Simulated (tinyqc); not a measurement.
Avalanche multiplication and breakdown of a junction from ionisation integrals: one step, computed by the program tinyqc.

Ionisation coefficients follow the local field. Position x runs through the depletion layer from the p side (x = 0), where electrons enter, to the n side (x = w), where holes enter. The built-in voltage is neglected.

Problem. Coefficients at the critical field. alpha_n = a_n exp(-(b_n/F)^c), alpha_p = a_p exp(-(b_p/F)^c).

Inputs (values chosen for the exercise, modelled on silicon):
```
quantity                   value  unit
electron prefactor a_n    660000  1/cm
electron field b_n      1.22e+06  V/cm
hole prefactor a_p      1.58e+06  1/cm
hole field b_p          2.01e+06  V/cm
exponent c                     1     -
```

Junction: punch-through p+ n- n+.

critical field F_m = 0.2467529 MV/cm

Give: alpha_n; alpha_p; ratio k = alpha_p/alpha_n; shorter ionisation length.

Solution.

alpha_n = 4702.2 1/cm

alpha_p = 458.12 1/cm

ratio k = alpha_p/alpha_n = 0.097428

shorter ionisation length = 2.1267 micrometre

Electrons ionise more readily at the peak field.
